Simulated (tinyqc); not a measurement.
Polytypes and stacking faults of a tetrahedral semiconductor in an axial Ising model with couplings up to third neighbours: one step, computed by the program tinyqc.

Each double layer has s = +1 or -1 for the sense of its stacking step; E per pair of atoms = E0 - sum_n J_n <s_i s_(i+n)>, n = 1, 2, 3. Hexagonality h = (1 - <s_i s_(i+1)>)/2.

Task: Splitting of a basal screw dislocation. Screw line, bounded by the intrinsic fault of energy gamma: b = a, partials b_p = a/sqrt 3; d = G b_p^2 (2 - 3 nu)/(8 pi gamma (1 - nu)). One partial is driven off by the shear stress gamma/b_p along its Burgers vector.

Inputs (values chosen for the exercise, of the order of those of GaAs for J, a, G and the gaps): basal lattice constant a = 4 angstrom; shear modulus G = 47.8 GPa; Poisson ratio nu = 0.26.

Host polytype: 3C.

energy of the glide fault, intrinsic = 49.43291 mJ/m^2

Give: splitting width d; stress to open the fault.

Result:

splitting width d = 3.383 nm

stress to open the fault = 214.1 MPa
